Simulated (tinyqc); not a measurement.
Surface photovoltage measurement of the minority-carrier diffusion length in a wafer: one step, computed by the program tinyqc. Command: `OMP_NUM_THREADS=1 python tinyqc.py 3130133 3130134 out.jsonl spv walk`. One thread of a shared host (Intel(R) Xeon(R) Processor @ 2.30GHz), about 0.01 s of CPU time with the checks.

Low injection, steady light, a depletion layer much thinner than 1/alpha and L. The excess density dn is taken at the front edge of the neutral region; light that reaches the back is lost.

Problem. One wavelength. alpha = (84.732/lambda - 76.417)^2 per cm with lambda in micrometre (an empirical fit for silicon between 0.7 and 1.05 micrometre). Thick wafer: dn = Phi L/((S_f + D/L)(L + 1/alpha)). Finite wafer, with s = S_b L/D, w = W/L, a = alpha L: dn = [Phi a/(a^2 - 1)] [a - B - exp(-alpha W)(a - s)/(cosh w + s sinh w)]/(S_f + B D/L), B = (sinh w + s cosh w)/(cosh w + s sinh w). Photovoltage V = (k_B T/e) ln(1 + dn/n_0). Lifetime = L^2/D.

Inputs (values chosen for the exercise, modelled on p-type silicon at room temperature):
```
quantity,value,unit
diffusion length L,40,micrometre
wafer thickness W,525,micrometre
diffusivity D,24.6,cm^2/s
front recombination velocity S_f,140,cm/s
back recombination velocity S_b,840000,cm/s
photon flux entering,1.9e+13,1/(cm^2 s)
minority density at the surface barrier scale n_0,2.2e+08,1/cm^3
temperature T,298,K
wavelength,825,nm
```

Constants: k_B = 8.617333262e-05 eV/K.

Give: alpha; penetration depth 1/alpha; dn, thick wafer; B; dn, finite wafer; photovoltage V; lifetime.

Solution.

alpha = 691.1 1/cm

penetration depth 1/alpha = 14.47 micrometre

dn, thick wafer = 2.218e+09 1/cm^3

B = 1

dn, finite wafer = 2.218e+09 1/cm^3

photovoltage V = 61.77 mV

lifetime = 0.6504 microsecond

Caution: dn is not small against n_0, so V is not linear in the flux; the constant-flux reading then needs dn, not V.
